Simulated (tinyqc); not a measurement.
Worked calculation: UKS/LDA (VWN5) in the 6-31g basis, for H2-, spin multiplicity 2. The basis has no diffuse functions, so it cannot describe the extra electron: this is an exercise in the method, not the real anion. One step of it, computed by the program tinyqc.

Task: Iteration 1: building the Kohn-Sham matrix. J_ij = sum D_kl (ij|kl) with D = D(alpha) + D(beta); F = H + J + V_xc; E = tr D H + tr D J / 2 + E_xc + E_nn.

D(alpha) at the start, order 1H 1s, 1H 2s, 2H 1s, 2H 2s:
```
[[0.277924, 0.392843, -0.027566, -0.182132],
 [0.392843, 0.629762, -0.182132, -0.452420],
 [-0.027566, -0.182132, 0.277924, 0.392843],
 [-0.182132, -0.452420, 0.392843, 0.629762]]
```

D(beta) at the start, order 1H 1s, 1H 2s, 2H 1s, 2H 2s:
```
[[0.125179, 0.105355, 0.125179, 0.105355],
 [0.105355, 0.088671, 0.105355, 0.088671],
 [0.125179, 0.105355, 0.125179, 0.105355],
 [0.105355, 0.088671, 0.105355, 0.088671]]
```

core Hamiltonian H = T + V (hartree), order 1H 1s, 1H 2s, 2H 1s, 2H 2s:
```
[[-0.698450, -0.771816, -0.288525, -0.462447],
 [-0.771816, -0.809686, -0.462447, -0.627218],
 [-0.288525, -0.462447, -0.698450, -0.771816],
 [-0.462447, -0.627218, -0.771816, -0.809686]]
```

Two-electron integrals (ij|kl) in chemists' order, unique and non-zero (hartree):
```
(11|11) 1.076566   (21|11) 0.578470   (21|21) 0.329423   (22|11) 0.587396
(22|21) 0.361304   (22|22) 0.453150   (31|11) 0.108955   (31|21) 0.064736
(31|22) 0.075536   (31|31) 0.019490   (32|11) 0.171967   (32|21) 0.108975
(32|22) 0.143964   (32|31) 0.036724   (32|32) 0.084278   (33|11) 0.438656
(33|21) 0.285307   (33|22) 0.398823   (33|31) 0.108955   (33|32) 0.283186
(33|33) 1.076566   (41|11) 0.283186   (41|21) 0.162706   (41|22) 0.180988
(41|31) 0.036724   (41|32) 0.063788   (41|33) 0.171967   (41|41) 0.084278
(42|11) 0.347174   (42|21) 0.216437   (42|22) 0.279870   (42|31) 0.055389
(42|32) 0.116346   (42|33) 0.347174   (42|41) 0.116346   (42|42) 0.197726
(43|11) 0.285307   (43|21) 0.184318   (43|22) 0.255617   (43|31) 0.064736
(43|32) 0.162706   (43|33) 0.578470   (43|41) 0.108975   (43|42) 0.216437
(43|43) 0.329423   (44|11) 0.398823   (44|21) 0.255617   (44|22) 0.353764
(44|31) 0.075536   (44|32) 0.180988   (44|33) 0.587396   (44|41) 0.143964
(44|42) 0.279870   (44|43) 0.361304   (44|44) 0.453150
```

nuclear repulsion = 0.44098101 hartree

V_xc(alpha) (hartree), order 1H 1s, 1H 2s, 2H 1s, 2H 2s:
```
[[-0.583681, -0.317100, -0.073096, -0.161111],
 [-0.317100, -0.330687, -0.161111, -0.229349],
 [-0.073096, -0.161111, -0.583681, -0.317100],
 [-0.161111, -0.229349, -0.317100, -0.330687]]
```

V_xc(beta) (hartree), order 1H 1s, 1H 2s, 2H 1s, 2H 2s:
```
[[-0.500815, -0.275811, -0.067389, -0.144031],
 [-0.275811, -0.292283, -0.144031, -0.207143],
 [-0.067389, -0.144031, -0.500815, -0.275811],
 [-0.144031, -0.207143, -0.275811, -0.292283]]
```

E_xc = sum of w rho eps_xc = -1.00764248 hartree

Give: Coulomb J; F(alpha); F(beta); total energy of this density.

Result:

Coulomb J (hartree), order 1H 1s, 1H 2s, 2H 1s, 2H 2s:
```
[[1.8788, 1.1168, 0.2776, 0.5874],
 [1.1168, 1.3532, 0.5874, 0.9446],
 [0.2776, 0.5874, 1.8788, 1.1168],
 [0.5874, 0.9446, 1.1168, 1.3532]]
```

F(alpha) (hartree), order 1H 1s, 1H 2s, 2H 1s, 2H 2s:
```
[[0.5967, 0.0278, -0.0840, -0.0361],
 [0.0278, 0.2128, -0.0361, 0.0880],
 [-0.0840, -0.0361, 0.5967, 0.0278],
 [-0.0361, 0.0880, 0.0278, 0.2128]]
```

F(beta) (hartree), order 1H 1s, 1H 2s, 2H 1s, 2H 2s:
```
[[0.6795, 0.0691, -0.0783, -0.0191],
 [0.0691, 0.2512, -0.0191, 0.1102],
 [-0.0783, -0.0191, 0.6795, 0.0691],
 [-0.0191, 0.1102, 0.0691, 0.2512]]
```

total energy of this density = -0.853664 hartree
